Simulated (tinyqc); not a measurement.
# Coupling and lever arm from microwave spectroscopy

Inverse problem. A charge qubit absorbs at h f = sqrt(ep^2 + 4 tc^2), ep = al (V - V0). Find al, V0 and tc.

Constants: q = 1.602176634e-19 C, h = 6.62607015e-34 J s. Results are converted to the units shown.

gate voltage (mV): 0.222  0.352  0.456
resonance frequency Om/h (GHz): 3.7566060  3.3565453  5.4294407

Solution. (h f)^2 is a parabola in V: its curvature gives al, its vertex V0 and 4 tc^2.

al = 0.1200 eV/V
V0 = 0.3000 mV
tc = 6.200 ueV

Computed by the program tinyqc: `OMP_NUM_THREADS=1 python tinyqc.py 2470125 2470126 out.jsonl`, one thread of a shared Intel Xeon 2.30GHz, about 0.01 s for the whole run.
